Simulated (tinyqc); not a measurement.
Bloch-Grueneisen resistivity of a metal: one step, computed by the program tinyqc.

Electrons scatter from a Debye spectrum of phonons (n = 5 for scattering within one band, n = 3 for scattering into a second, heavy band) and from static defects.

Task: The integral and the phonon part. J_n(y) = int_0^y x^n e^x/(e^x - 1)^2 dx, by 96 Gauss-Legendre points (upper limit at most 60). rho_ph = (n - 1) rho_1 (T/Theta)^n J_n(Theta/T), with rho_1 = 2 pi lambda_tr k_B Theta/(hbar eps_0 w_p^2), the high-temperature line at T = Theta.

Inputs (values chosen for the exercise, modelled on molybdenum): exponent n = 3; Debye temperature Theta = 374 K; temperature T = 295 K.

Addition: none.

rho_1 = 7.411839 microohm cm

Give: Theta/T; J_n; phonon resistivity rho_ph.

Result:

Theta/T = 1.268

J_n = 0.7526

phonon resistivity rho_ph = 5.475 microohm cm

This is 93.6 % of the straight line rho_1 T/Theta.
